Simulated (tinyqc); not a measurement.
# MOSFET in the linear regime without short-channel effects, parameter extraction from computed curves: what changes with what

Inversion charge Q = Cox n Vt W0(exp((Vg - VT)/(n Vt))), W0 the Lambert function and n = nf; u = Q/Cox; mobility mu = mu0/(1 + th1 u + th2 u^2); channel resistance Rch = (L - dL)/(W mu Q); Id = Vd/(Rch + Rsd/W). Cox = eps0 eox/tox. Small Vd, no channel-length or drain effects.

Inputs (values chosen for the exercise); channel values of the order met in silicon transistors: temperature T = 300 K; relative permittivity of the gate insulator (close to silicon dioxide) eox = 3.9; insulator thickness tox = 1.3 nm; low-field mobility mu0 = 110 cm^2/(V s); first mobility attenuation factor th1 = 0.41 1/V; second mobility attenuation factor th2 = 0 1/V^2; threshold voltage VT = 0.5 V; body factor nf = 1.32; gate width W = 10 um; drawn gate length L = 0.13 um; drawn less effective length dL = 0.013 um; source plus drain resistance Rsd = 190 ohm um; drain voltage Vd = 0.025 V.

Constants: q = 1.602176634e-19 C, kB = 1.380649e-23 J/K, Vt = kB T/q, eps0 = 8.8541878128e-14 F/cm where lengths are in cm. Results are converted to the units shown.

Each table varies one quantity; the others keep the values above.

## Extraction methods against the second mobility attenuation factor

From the continuous curve Id(Vg): tangent at peak gm (V_ext = Vg - Id/gm); constant current Id = 0.1 uA W/L; peak of d2Id/dVg2; Y = Id/sqrt(gm) drawn through Vg = VT + 0.6 and VT + 0.8 V, with intercept VT_Y and slope s. Mobilities gm,max L/(W Cox Vd) and s^2 L/(W Cox Vd) with the drawn L. Last column: share of Rsd/W in the total resistance at VT + 0.8 V.

Extraction methods against the second mobility attenuation factor:

| th2 (1/V^2) | V_ext (V) | constant current (V) | second derivative (V) | VT_Y (V) | mobility from gm (cm^2/(V s)) | mobility from Y (cm^2/(V s)) | series share (%) |
|---|---|---|---|---|---|---|---|
| 0 | 0.493 | 0.478 | 0.487 | 0.546 | 77.9 | 109 | 20.5 |
| 0.06 | 0.492 | 0.478 | 0.487 | 0.560 | 77.7 | 117 | 20.1 |
| 0.12 | 0.492 | 0.478 | 0.487 | 0.574 | 77.4 | 126 | 19.7 |
| 0.18 | 0.492 | 0.478 | 0.487 | 0.589 | 77.2 | 135 | 19.4 |
| 0.24 | 0.491 | 0.478 | 0.487 | 0.603 | 77.0 | 145 | 19.1 |
| 0.3 | 0.491 | 0.478 | 0.487 | 0.617 | 76.8 | 156 | 18.8 |
| 0.36 | 0.491 | 0.478 | 0.487 | 0.631 | 76.7 | 169 | 18.5 |

What does the comparison show?

The model has VT = 0.5 V and mu0 = 110 cm^2/(V s). Over the table the extracted thresholds move by 1.9 mV (tangent), under 0.5 mV (constant current), under 0.5 mV (second derivative), 86 mV (Y function). The mobility from gm falls from 77.9 to 76.7 and that from Y rises from 109 to 169 cm^2/(V s).

## Extraction methods against the first mobility attenuation factor

Same model as above.

Results:

| th1 (1/V) | V_ext (V) | constant current (V) | second derivative (V) | VT_Y (V) | mobility from gm (cm^2/(V s)) | mobility from Y (cm^2/(V s)) | series share (%) |
|---|---|---|---|---|---|---|---|
| 0 | 0.504 | 0.478 | 0.490 | 0.546 | 87.2 | 109 | 24.9 |
| 0.2 | 0.498 | 0.478 | 0.488 | 0.546 | 82.1 | 109 | 22.5 |
| 0.4 | 0.493 | 0.478 | 0.487 | 0.546 | 78.1 | 109 | 20.5 |
| 0.6 | 0.489 | 0.478 | 0.486 | 0.546 | 74.7 | 109 | 18.9 |
| 0.8 | 0.486 | 0.478 | 0.485 | 0.546 | 71.8 | 109 | 17.5 |
| 1.2 | 0.480 | 0.479 | 0.483 | 0.546 | 66.9 | 109 | 15.3 |

Estimate the missing row, th1 = 1 1/V.

Computed row:

| th1 (1/V) | V_ext (V) | constant current (V) | second derivative (V) | VT_Y (V) | mobility from gm (cm^2/(V s)) | mobility from Y (cm^2/(V s)) | series share (%) |
|---|---|---|---|---|---|---|---|
| 1 | 0.483 | 0.478 | 0.484 | 0.546 | 69.2 | 109 | 16.3 |

With this row back in the table: The model has VT = 0.5 V and mu0 = 110 cm^2/(V s). Over the table the extracted thresholds move by 24 mV (tangent), 0.70 mV (constant current), 7.0 mV (second derivative), under 0.5 mV (Y function). The mobility from gm falls from 87.2 to 66.9 and that from Y stays near 109 cm^2/(V s).

Numbers from tinyqc (`OMP_NUM_THREADS=1 python tinyqc.py 2210036 2210037 out.jsonl`; about 0.01 s on one thread of a shared Intel Xeon 2.30GHz).
